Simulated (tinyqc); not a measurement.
Two-step dopant diffusion (predeposition and drive-in) with a constant diffusivity. Inputs raised by 5 %, one at a time. Computed by tinyqc, a small Python program. Command: `OMP_NUM_THREADS=1 python tinyqc.py 3021868 3021869 out.jsonl dopdiff sens`. One thread of a shared host (Intel(R) Xeon(R) Processor @ 2.30GHz), about 0.05 s of CPU time with the checks.

Fick diffusion into a half space x > 0 whose background doping C_B is of the opposite type, so that a junction lies where C = C_B.

Inputs (values chosen for the exercise, modelled on boron in silicon):
```
quantity,value,unit
prefactor D0,1.09,cm^2/s
activation energy E,3.48,eV
surface concentration C_s,1e+19,1/cm^3
background doping C_B,5.7e+16,1/cm^3
predeposition temperature T1,1025,C
predeposition time t1,30,min
drive-in temperature T2,1150,C
drive-in time t2,60,min
mean mobility in the layer mu,220,cm^2/(V s)
ramp rate,5,C/min
stand-by temperature,800,C
```

Furnace ramps of the drive-in: linear ramps.

Constants: k_B = 8.617333262e-05 eV/K; e = 1.602176634e-19 C.

Method:
- D = D0 exp(-E/(k_B T)).
- Temperatures in kelvin are T(C) + 273.15.
- Times in seconds are 60 times the minutes.
- One ramp between the stand-by temperature and T2 adds int D dT / rate (40-point Gauss-Legendre); the usual estimate counts it as an extra time k_B T2^2/(E rate) at T2. (Dt)2 = D2 t2 + two ramps, times in seconds.
- C = C_s erfc(x/(2 sqrt(D1 t1))); dose Q = 2 C_s sqrt(D1 t1/pi); the junction solves erfc(z) = C_B/C_s with x_j = 2 z sqrt(D1 t1).
- With a sealed surface and a thin source, C = Q/sqrt(pi (Dt)2) exp(-x^2/(4 (Dt)2)); x_j = 2 sqrt((Dt)2 ln(C(0)/C_B)); gradient at the junction |dC/dx| = C_B x_j/(2 (Dt)2).
- Net dose Q_net = Q erf(x_j/(2 sqrt((Dt)2))) - C_B x_j; R_s = 1/(e mu Q_net), with every dopant ionised and one mobility.

Runs:
```
input moved,from,to,junction depth x_j (um),surface concentration C(0) (Gaussian) (1/cm^3),sheet resistance R_s (Gaussian) (ohm/square),gradient at the junction (1/cm^4)
base run,-,-,1.6745,1.0021e+18,369.29,1.9517e+21
prefactor D0 (cm^2/s),1.09,1.1445,1.7159,1.0021e+18,360.39,1.9047e+21
activation energy E (eV),3.48,3.654,0.8103,9.4097e+17,810.27,3.9447e+21
surface concentration C_s (1/cm^3),1e+19,1.05e+19,1.6887,1.0522e+18,349.63,1.9683e+21
drive-in time t2 (min),60,63,1.7005,9.8355e+17,370.16,1.9093e+21
mean mobility in the layer mu (cm^2/(V s)),220,231,1.6745,1.0021e+18,351.71,1.9517e+21
```

Exponents ln(y'/y) / ln(x'/x):
```
input,junction depth x_j,surface concentration C(0) (Gaussian),sheet resistance R_s (Gaussian),gradient at the junction
prefactor D0,0.500,0.000,-0.500,-0.500
activation energy E,-14.877,-1.290,16.105,14.422
surface concentration C_s,0.173,1.000,-1.121,0.173
drive-in time t2,0.316,-0.383,0.048,-0.450
mean mobility in the layer mu,0.000,0.000,-1.000,0.000
```

Which inputs matter most for each result?

Among the inputs moved here: junction depth x_j answers most in size to activation energy E (exponent -14.877), next to prefactor D0 (+0.500); its exponent is below 0.0005 for mean mobility in the layer mu. Surface concentration C(0) (Gaussian) answers most in size to activation energy E (exponent -1.290), next to surface concentration C_s (+1.000); its exponent is below 0.0005 for prefactor D0, mean mobility in the layer mu. Its exponent 0.000 in prefactor D0: dose and width both scale as sqrt(D0). Sheet resistance R_s (Gaussian) answers most in size to activation energy E (exponent +16.105), next to surface concentration C_s (-1.121). Its exponent -1.000 in mean mobility in the layer mu: R_s = 1/(e mu Q_net). Gradient at the junction answers most in size to activation energy E (exponent +14.422), next to prefactor D0 (-0.500); its exponent is below 0.0005 for mean mobility in the layer mu.

Caution (all rows): C_s exceeds the intrinsic carrier density of silicon at the predeposition temperature (2e18 to 1e19 per cm^3), where real diffusivities rise with concentration and profiles turn box-like.
